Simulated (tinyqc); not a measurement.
Chemical-mechanical planarisation: Preston law, pattern density and step-height reduction: one step, computed by the program tinyqc.

A row of 10 cells, repeated periodically, holds raised features that cover a share rho of each cell.

Question. State at time t. While h > h_c only raised areas polish, at R0/rho_eff, until t_c = rho_eff (h0 - h_c)/R0. After that h = h_c exp(-(t - t_c)/tau), tau = rho_eff h_c/R0; low areas polish at R0 (1 - h/h_c) and raised areas at R0 [1 + (1 - rho_eff) h/(rho_eff h_c)]. Removed from raised areas after t_c: h0 - h_c + R0 (t - t_c) + (1 - rho_eff)(h_c - h); from low areas: R0 (t - t_c) - rho_eff (h_c - h). Film left = z0 less the removal from raised areas.

Inputs (values chosen for the exercise, close to those used for copper polishing):
```
quantity,value,unit
initial step height h0,150,nm
contact height h_c,19,nm
film above the raised areas z0,250,nm
polish time t,20,s
```

effective densities: [0.4684161, 0.1645066, 0.1484277, 0.3520508, 0.3753084, 0.2505739, 0.1725457, 0.4159831, 0.7196057, 0.6825820]

blanket rate R0 = 3.681318 nm/s

Give: Cells; range of film left across the row; largest remaining step; thinnest film left.

Answer.

Cells:
```
cell,rho_eff,t_c (s),step h (nm),"removed, raised (nm)","removed, low (nm)",film left on raised areas (nm)
1,0.4684,16.67,4.79,150.8,5.61,99.2
2,0.1645,5.85,0.00,199.0,48.95,51.0
3,0.1484,5.28,0.00,201.4,51.36,48.6
4,0.3521,12.53,0.31,170.6,20.93,79.4
5,0.3753,13.36,0.62,166.9,17.56,83.1
6,0.2506,8.92,0.00,186.0,36.04,64.0
7,0.1725,6.14,0.00,197.7,47.74,52.3
8,0.4160,14.80,1.69,160.2,11.93,89.8
9,0.7196,25.61,47.69,102.3,0.00,147.7
10,0.6826,24.29,42.14,107.9,0.00,142.1
```

range of film left across the row = 99.05 nm

largest remaining step = 47.69 nm

thinnest film left = 48.64 nm

8 of 10 cells have reached contact. The cell with the lowest rho_eff has lost the most film from its raised areas.
